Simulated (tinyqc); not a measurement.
Pinning of the barrier by interface states.

Cowley-Sze model with the space charge neglected: phiB = S (phiM - chi) + (1 - S)(Eg - phi0), S = 1/(1 + q Dit dl/(eps0 ei)), dl in cm.

Values chosen for this exercise; band and dielectric values those of a made-up semiconductor: band gap Eg = 1.43 eV; electron affinity chi = 5.13 eV; thickness of the interfacial layer dl = 0.6 nm; relative permittivity of the interfacial layer ei = 3.9; neutral level above the valence band phi0 = 0.83 eV; metal work function phiM = 5.45 eV.

Constants: q = 1.602176634e-19 C, eps0 = 8.8541878128e-14 F/cm where lengths are in cm. Results are converted to the units shown.

Results:
```
Dit (cm^-2 eV^-1)        S  phiB (eV)  change of phiB for 0.5 eV more work function (eV)
1e11                0.9972     0.3208                                             0.4986
3e11                0.9917     0.3223                                             0.4959
1e12                0.9729     0.3276                                             0.4865
3e12                0.9229     0.3416                                             0.4615
1e13                0.7822     0.3810                                             0.3911
3e13                0.5449     0.4474                                             0.2725
3e14                0.1069     0.5701                                            0.05347
1e15               0.03468     0.5903                                            0.01734
```

Estimate the missing row, Dit = 1e14 cm^-2 eV^-1.

Computed row:
```
Dit (cm^-2 eV^-1)       S  phiB (eV)  change of phiB for 0.5 eV more work function (eV)
1e14               0.2643     0.5260                                             0.1321
```

With this row back in the table: S falls from 0.997 to 0.0347, passing 1/2 at Dit = eps0 ei/(q dl) = 3.59e13 cm^-2 eV^-1. The barrier rises from 0.321 to 0.590 eV, from near the Schottky-Mott value phiM - chi = 0.320 eV towards the pinned value Eg - phi0 = 0.600 eV.

tinyqc, about 0.06 s, one thread, Intel Xeon 2.30GHz (shared host): `OMP_NUM_THREADS=1 python tinyqc.py 2020046 2020047 out.jsonl`
